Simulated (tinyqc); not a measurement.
Short-channel transistor, virtual-source model with series resistance: two steps of the calculation.

The current per gate width is the charge at the top of the source barrier (the virtual source) times its velocity times a saturation function; al and be are fitting constants of the model. Units: I in uA/um, Rs in ohm um, so I Rs = 1e-6 I Rs in volts; Q in uC/cm^2, so I = 1e-4 Q vx0 Fsat with vx0 in cm/s.

Values chosen for this exercise:
- T = 300 K (temperature)
- Cinv = 2.57 uF/cm^2 (inversion capacitance)
- vx0 = 1.99e7 cm/s (velocity at the virtual source)
- mu = 90 cm^2/(V s) (apparent mobility)
- L = 12 nm (channel length)
- VT0 = 0.393 V (threshold at zero drain voltage)
- dl = 0.157 V/V (drain-induced barrier lowering)
- n0 = 1.4 (subthreshold factor)
- nd = 0.05 1/V (growth of n with drain voltage)
- al = 3.5 (threshold shift (in units of Vt) from weak to strong inversion)
- be = 1.4 (sharpness of saturation)
- Rs = 50 ohm um (series resistance of each contact)
- Vgs = 0.66 V (gate voltage)
- Vds = 0.9 V (drain voltage)

Constants: q = 1.602176634e-19 C, kB = 1.380649e-23 J/K, Vt = kB T/q. Results are converted to the units shown.

Task 1. Current through the series resistance. Intrinsic voltages Vg' = Vgs - I Rs, Vd' = Vds - 2 I Rs. n = n0 + nd Vd', VT = VT0 - dl Vd', Ff = 1/(1 + exp((Vg' - VT + al Vt/2)/(al Vt))), Q = Cinv n Vt ln(1 + exp((Vg' - VT + al Vt Ff)/(n Vt))), Vdsat = (vx0 L/mu)(1 - Ff) + Vt Ff, Fsat = u/(1 + u^be)^(1/be) with u = Vd'/Vdsat, and I(out) = Q vx0 Fsat per width. (Fsat takes the sign of u.) I(new) = I(out).

I at the start = 0 uA/um

Give: Vg'; Vd'; VT; Ff; Q; Vdsat; Fsat; I(out); I after iteration 1.

Result 1.

Vg' = 0.6600 V
Vd' = 0.9000 V
VT = 0.2517 V
Ff = 0.006610
Q = 1.051 uC/cm^2
Vdsat = 0.2638 V
Fsat = 0.8888
I(out) = 1859 uA/um
I after iteration 1 = 1859 uA/um

Task 2. What the series resistance costs. n = n0 + nd Vd', VT = VT0 - dl Vd', Ff = 1/(1 + exp((Vg' - VT + al Vt/2)/(al Vt))), Q = Cinv n Vt ln(1 + exp((Vg' - VT + al Vt Ff)/(n Vt))), Vdsat = (vx0 L/mu)(1 - Ff) + Vt Ff, Fsat = u/(1 + u^be)^(1/be) with u = Vd'/Vdsat, and I = Q vx0 Fsat per width. I0 is the current for Rs = 0. Effective velocity I/Q; transit time L Q/I.

converged I = 1405.7461 uA/um
I0 = 1858.7692 uA/um

Find: loss against I0; effective velocity; transit time.

Result 2.

loss against I0 = 24.372 %
effective velocity = 1.7223e7 cm/s
transit time = 0.069675 ps

The carriers leave the virtual source at 86.5 % of vx0: the device is in saturation.

Computed by the program tinyqc: `OMP_NUM_THREADS=1 python tinyqc.py 2380026 2380027 out.jsonl`, one thread of a shared Intel Xeon 2.30GHz, about 0.01 s for the whole run.
